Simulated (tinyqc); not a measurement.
Comparisons within one model: thin-film optics by transfer matrices. A value that a table varies takes the place of the one given here.

Indices N = n + i k. Snell: N0 sin(theta) = N_j sin(theta_j), with Im(N_j cos theta_j) >= 0. Admittance y_j = N_j cos theta_j for s and N_j/cos theta_j for p. Phase delta_j = 2 pi N_j cos theta_j d_j/lambda. Layer matrix [[cos delta, -i sin delta/y], [-i y sin delta, cos delta]], multiplied from the top down to M. (B, C) = M (1, y_sub); r = (y0 B - C)/(y0 B + C), R = |r|^2, T = 4 Re y0 Re y_sub/|y0 B + C|^2, absorbed in the films 1 - R - T.

Ellipsometry: rho = tan(Psi) exp(i Delta) = -conj(r_p/r_s) with the r of the admittance formula, Delta in 0 to 360 degrees, so that a bare dielectric at small angles gives Delta = 180.

Inputs chosen for the exercise (indices near those of resist, ARC, SiO2 on Si; not measured data): lam = 248 nm (vacuum wavelength); n0 = 1 (ambient index); n = (1.783, 1.825, 1.502, 1.56) (n of resist, ARC, SiO2, substrate); k = (0.011, 0.381, 0, 3.682) (k in the same order); d = (741, 76.2, 18.3) nm (thicknesses, top first); theta = 65 degrees (angle of incidence); pol = s (polarisation).

## Swing curve: thickness of the top film

The first entry of d takes the values listed.

Stack:
```
d_1 (nm),R,T,absorbed
741.0,0.2253,0.0254,0.7493
754.5,0.2334,0.0249,0.7417
767.9,0.3477,0.0209,0.6314
781.4,0.4278,0.0182,0.5540
794.8,0.4235,0.0182,0.5583
808.3,0.3372,0.0208,0.6420
821.8,0.2296,0.0239,0.7464
835.2,0.2371,0.0234,0.7394
848.7,0.3459,0.0199,0.6343
862.1,0.4222,0.0174,0.5603
875.6,0.4181,0.0174,0.5645
889.1,0.3352,0.0198,0.6451
902.5,0.2343,0.0225,0.7432
```

R swings between 0.2253 and 0.4278 on these points. The period is lambda/(2 Re(N_1 cos theta_1)) = 80.8 nm, six rows. The swing shrinks from 0.2025 in the first period to 0.1926 in the second, as the film absorbs the wave that returns from below. The swing ratio (max - min)/mean is 0.62.

## Angle of incidence

Both polarisations.

Stack:
```
theta (degrees),R_s,R_p,Psi,Delta
0,0.1456,0.1456,45.00,180.00
15,0.1506,0.1349,43.42,180.07
30,0.0507,0.0207,32.58,191.14
45,0.2513,0.0688,27.63,169.85
55,0.2294,0.0207,16.73,220.42
60,0.1705,0.0119,14.80,311.37
65,0.2253,0.0322,20.72,16.40
70,0.3863,0.0574,21.08,32.15
75,0.5520,0.0891,21.89,25.21
80,0.6964,0.1736,26.53,12.48
85,0.8391,0.4087,34.91,4.15
```

R_s and R_p agree at normal incidence (0.1456). R_p is lowest at 60 degrees of those listed (0.0119), where R_s = 0.1705; the top face alone would stop reflecting p light at arctan(n/n0) = 60.7 degrees, while the layers and the substrate below set where the minimum falls. R_s does not rise steadily, because the phase thickness of the films changes with the angle.

## Thickness of the antireflection layer under the resist

Light arrives at normal incidence from inside the resist, taken as the ambient with its real index n; the second entry of d takes the values listed.

Reflectance back into the resist:
```
d_2 (nm),R
0,0.6199
10,0.2875
20,0.1206
30,0.0798
40,0.0996
50,0.1200
60,0.1038
80,0.0175
100,0.0057
120,0.0279
```

Without the layer R = 0.6199; the lowest value listed is 0.0057 at 100 nm, against a quarter wave lambda/(4 n) = 34.0 nm. A very thick layer would leave only its top interface, R = 0.0112, once absorption has removed the wave from below.

## Sensitivity of the reflectance

R for both polarisations. Each row changes one parameter from the base and keeps the others.

Results:
```
case,R_s,R_p,T_s
base,0.2253,0.0322,0.0254
"d = (746, 76.2, 18.3) nm",0.2083,0.0322,0.0259
"n = (1.819, 1.825, 1.502, 1.56)",0.3033,0.0196,0.0229
"k = (0.011, 0.381, 0, 4.06)",0.2250,0.0335,0.0225
lam = 253 nm,0.3588,0.0210,0.0221
theta = 70 degrees,0.3863,0.0574,0.0193
```

The largest shifts from the base row, up to three for each result and ties (the steps differ in size, so this ranks the rows, not the parameters). R_s: theta +0.1610, lam +0.1335, n +0.0780. R_p: theta +0.0251, n -0.0126, lam -0.0113; unchanged at the printed digits by d. T_s: theta -0.0061, lam -0.0033, k -0.0029.

Run: tinyqc, `OMP_NUM_THREADS=1 python tinyqc.py 1680720 1680721 out.jsonl`; Intel(R) Xeon(R) Processor @ 2.30GHz, one thread, shared host; about 0.01 s of CPU time with all checks.
